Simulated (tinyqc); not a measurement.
sp3s* tight binding: sweeps and comparisons. A value that a table varies takes the place of the one given here.

sp3s* tight binding, nearest neighbours only: anion (a) at 0, cation (c) at a/4 (1,1,1), orbitals s, px, py, pz, s* on each; k in units of 2 pi/a. With phases e_j = exp(i (pi/2) k.n_j) for n = (1,1,1), (1,-1,-1), (-1,1,-1), (-1,-1,1): g0 = (e1+e2+e3+e4)/4, g1 = (e1+e2-e3-e4)/4, g2 = (e1-e2+e3-e4)/4, g3 = (e1-e2-e3+e4)/4. The diagonal holds the levels Esa, Epa, Exa (s*) and Esc, Epc, Exc. Anion-cation block: <sa|sc> = Vss g0; <sa|xc> = Vsapc g1; <xa|sc> = -Vscpa g1; <xa|xc> = Vxx g0; <xa|yc> = <ya|xc> = Vxy g3, <xa|zc> = <za|xc> = Vxy g2, <ya|zc> = <za|yc> = Vxy g1; <s*a|xc> = Vxapc g1; <xa|s*c> = -Vpaxc g1; y and z take g2 and g3 in place of g1; s-s* and s*-s* vanish.

Values chosen for the exercise (near a published set for InAs, fitted to gaps, whose masses and valley positions are rough; shifted at random, so the results belong to these values and not to a real crystal): Esa = -9.506 eV (s level of the anion); Epa = 0.915 eV (p level of the anion); Esc = -2.708 eV (s level of the cation); Epc = 3.737 eV (p level of the cation); Exa = 7.458 eV (s* level of the anion); Exc = 6.702 eV (s* level of the cation); Vss = -5.649 eV (s-s); Vxx = 1.838 eV (px-px); Vxy = 4.454 eV (px-py); Vsapc = 3.016 eV (s anion, p cation); Vscpa = 5.478 eV (s cation, p anion); Vxapc = 3.362 eV (s* anion, p cation); Vpaxc = 3.911 eV (p anion, s* cation); eta = 1.8 (scaling exponent); D001 = 1.08 (ratio -ezz/exx).

## What the s* orbital does

The s* couplings Vxapc and Vpaxc are scaled by f; f = 0 is the plain sp3 model. Gaps from the top of the valence band at Gamma; the Delta value is the minimum on (x,0,0), 0.5 <= x <= 1.

Gaps (eV):
```
f      Gamma   Delta       L  x of the minimum
0.00  0.4769  3.3319  2.2807             0.500
0.25  0.4769  3.2600  2.2105             0.500
0.50  0.4769  3.0639  2.0161             0.500
0.75  0.4769  2.7855  1.7341             0.500
0.90  0.4769  2.5937  1.5388             1.000
1.00  0.4769  2.3020  1.4019             1.000
1.10  0.4769  2.0054  1.2614             1.000
```

What can be read from the table?

The gap at Gamma stays, since g1 to g3 vanish there. From f = 0 to 1 the s* levels lower the Delta value by 1.030 eV and L by 0.879 eV. For f = 0, 0.25, 0.5 and 0.75 the least value lies at x = 0.5, the end of the range: any valley further out lies above that value until s* has lowered it enough. The lowest of the three is Gamma at both f = 0 and f = 1.

## Hydrostatic strain (sp3s* tight binding, strained)

Strain e moves each bond vector to d = (1 + e) d0 (no internal displacement for the diagonal strains used here) and k is given in fractions of the strained reciprocal cell, so the phases stay. Two-centre values Vss_sigma = Vss/4, Vsp_sigma = sqrt3 V/4 for each s-p and s*-p pair, Vpp_sigma = (Vxx + 2 Vxy)/4, Vpp_pi = (Vxx - Vxy)/4 are scaled by (d0/d)^eta and combined with the new direction cosines; the levels on the diagonal stay.

exx = eyy = ezz = e. Gaps as measured from the top of the valence band; the deformation potentials are (gap(0.01) - gap(-0.01))/0.06.

Gaps (eV):
```
e       Gamma   Delta       L  x of the minimum
-0.03  0.8346  2.2776  1.5473             1.000
-0.02  0.7114  2.2857  1.4972             1.000
-0.01  0.5922  2.2938  1.4487             1.000
0.00   0.4769  2.3020  1.4019             1.000
0.01   0.3654  2.3101  1.3567             1.000
0.02   0.2575  2.3183  1.3130             1.000
0.03   0.1531  2.2788  1.2707             0.500
```

gap deformation potentials (eV): Gamma -3.780, Delta 0.272, L -1.534

What can be read from the table?

Per unit of volume strain the gaps move by -3.78 (Gamma), +0.27 (Delta) and -1.53 eV (L). The lowest valley stays Gamma over the range. These potentials follow from the one exponent eta, which fitted models replace by one for each integral; with it the sizes are rough, the sign for Delta can be wrong (in Si, Ge and the III-V crystals measured values are small and positive), and the pressures at which valleys cross, and which valley takes over, are rough too. A gap of zero, where one is listed, marks an s level that has sunk below the valence top.

## Biaxial strain splits the top of the valence band (sp3s* tight binding, strained)

No spin-orbit coupling; k = 0; exx = eyy = e, ezz = -D001 e. The four bonds keep equal lengths, and the sums over them give Vxx(e) for px and py and Vzz(e) for pz; each level is the lower root of [[Epa, V], [V, Epc]], and the s level the upper root of the s block. The shear potential b follows from E(x,y) - E(z) = 3 b (exx - ezz), taken as the slope between e = -0.005 and 0.005.

Couplings and levels at Gamma (eV):
```
e           ezz  Vxx(e)  Vzz(e)   E(x,y)     E(z)  E(x,y) - E(z) (meV)  upper s level
-0.020   0.0216  1.7314  2.1107   0.0925  -0.2129                305.4         0.5380
-0.010   0.0108  1.7855  1.9730   0.0503  -0.0996                149.9         0.5122
-0.005   0.0054  1.8120  1.9052   0.0294  -0.0448                 74.2         0.4990
0.005   -0.0054  1.8636  1.7715  -0.0115   0.0612                -72.7         0.4723
0.010   -0.0108  1.8888  1.7057  -0.0316   0.1123               -143.9         0.4588
0.020   -0.0216  1.9378  1.5763  -0.0711   0.2105               -281.5         0.4312
```

b = -2.355 eV

How do the results move?

Under tension in the plane (e > 0) the bonds tilt towards the plane, Vxx grows to 1.8888 and Vzz falls to 1.7057 eV at e = 0.01, and the pz state forms the top of the valence band, by 143.9 meV; under compression (e = -0.01) the px, py pair does, by 149.9 meV. The slope gives b = -2.36 eV, a rough value, since on-site strain terms are left out (measured values lie near -2 eV).

## What each parameter does

Gaps from the top of the valence band at Gamma; Delta is the minimum on (x,0,0), 0.5 <= x <= 1. Each row changes one parameter from the base and keeps the others.

Results:
```
case              Ev (eV)  gap Gamma (eV)  gap Delta (eV)  gap L (eV)
base               0.0089          0.4769          2.3020      1.4019
Vxx = 2.138 eV    -0.2356          0.7214          2.5464      1.7053
Esa = -9.206 eV    0.0089          0.5508          2.3154      1.4274
Vscpa = 5.178 eV   0.0089          0.4769          2.3020      1.2856
Vss = -5.449 eV    0.0089          0.3064          2.3020      1.3672
Exc = 6.402 eV     0.0089          0.4769          2.3020      1.3854
Epc = 3.537 eV    -0.0316          0.5174          2.2075      1.3810
```

What does this show?

The largest shifts from the base row, up to three for each result and ties (the steps differ in size, so this ranks the rows, not the parameters). Ev (eV): Vxx -0.2445, Epc -0.0405; unchanged at the printed digits by Esa, Vscpa, Vss and Exc. gap Gamma (eV): Vxx +0.2445, Vss -0.1705, Esa +0.0739; unchanged at the printed digits by Vscpa and Exc. gap Delta (eV): Vxx +0.2445, Epc -0.0945, Esa +0.0134; unchanged at the printed digits by Vscpa, Vss and Exc. gap L (eV): Vxx +0.3034, Vscpa -0.1163, Vss -0.0347. Vscpa and Exc cannot move Ev or the gap at Gamma, whose blocks do not hold them; s parameters never move Ev, and move the gap only where the lowest empty level at Gamma is s-like.

(tinyqc, `OMP_NUM_THREADS=1 python tinyqc.py 1480584 1480585 out.jsonl`, Intel(R) Xeon(R) Processor @ 2.30GHz, 1 thread, shared host, about 0.1 s.)
